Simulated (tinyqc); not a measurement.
Worked calculation: UHF in the 6-31g basis, for H3, spin multiplicity 2. One step of it, computed by the program tinyqc.

Problem. Orthogonalisation. S = U s U^T; symmetric (Loewdin) form X = U s^(-1/2) U^T, so that X^T S X = 1.

overlap S, lower triangle:
```
          1H 1s     1H 2s     2H 1s     2H 2s     3H 1s     3H 2s
1H 1s  1.000000
1H 2s  0.658292  1.000000
2H 1s  0.192286  0.371573  1.000000
2H 2s  0.371573  0.703999  0.658292  1.000000
3H 1s  0.192194  0.371506  0.006523  0.098291  1.000000
3H 2s  0.371506  0.703921  0.098291  0.310552  0.658292  1.000000
```

Give: eigenvalues of S; X.

Solution.

eigenvalues of S: 0.095  0.261  0.406  0.785  1.422  3.031

X, lower triangle:
```
        1H 1s   1H 2s   2H 1s  2H 2s   3H 1s  3H 2s
1H 1s   1.270
1H 2s  -0.575   2.223
2H 1s  -0.013  -0.010   1.256
2H 2s   0.052  -0.754  -0.493  1.654
3H 1s  -0.013  -0.010   0.005  0.046   1.256
3H 2s   0.052  -0.754   0.046  0.110  -0.493  1.654
```
